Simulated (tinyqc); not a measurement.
Middle barrier of the double well: double quantum well by finite differences.

Finite differences on points z_i at the centres of cells of width h: H_ii = (c/h^2)(1/m_(i-1/2) + 1/m_(i+1/2)) + V_i, H_(i,i+1) = -(c/h^2)/m_(i+1/2), where m_(i+1/2) is the mean of the masses at the two points (the end values are repeated outwards), psi = 0 on the points beyond both ends, c = hbar^2/2m0. The field adds e F (z - z0) with z0 the middle of the structure; 1 kV/cm = 1e-5 eV/angstrom.

Constants: hbar^2/2m0 = 3.80998211 eV angstrom^2.

Parameters, chosen for this exercise (out of a larger set: near those of an InGaAs well in InP; not measured data): layers = ((45, 0.254, 0.0809), (60, 0, 0.0407), (15, 0.254, 0.0809), (45, 0, 0.0407), (45, 0.254, 0.0809)) (each layer: thickness in angstrom, band edge in eV, mass in m0); hf = 0.9375 angstrom (cell width of the fine grid); ws = (3.75, 7.5, 11.25, 15, 22.5, 30, 45) angstrom (widths of the middle barrier).

Fine grid, zero field, the third layer set to each width in turn. kappa = sqrt(m (V - E)/c) in that layer at the mean of E1 and E2 of the last row.

Splitting:
```
width (angstrom)  E1 (eV)  E2 (eV)  E2 - E1 (meV)  ln(E2 - E1)
3.75               0.0460   0.1394          93.41        4.537
7.50               0.0530   0.1294          76.34        4.335
15.00              0.0626   0.1150          52.33        3.958
22.50              0.0681   0.1067          38.52        3.651
30.00              0.0710   0.1023          31.28        3.443
45.00              0.0730   0.0993          26.28        3.269
```

Give the missing row, width (angstrom) = 11.25.

Computed row:
```
width (angstrom)  E1 (eV)  E2 (eV)  E2 - E1 (meV)  ln(E2 - E1)
11.25              0.0585   0.1213          62.81        4.140
```

kappa = 0.0597 1/angstrom

The splitting falls from 93.4 to 26.28 meV; the last slope of its logarithm is -0.0116 per angstrom, far from -kappa = -0.0597: the wells differ in width, so E2 - E1 levels off at the detuning of the two single-well levels.

Computed by tinyqc, a small Python program: `OMP_NUM_THREADS=1 python tinyqc.py 1251569 1251570 out.jsonl` (the numbers bound the seed that draws the inputs); one thread of a shared host (Intel(R) Xeon(R) Processor @ 2.30GHz), about 0.02 s for the whole set of steps.
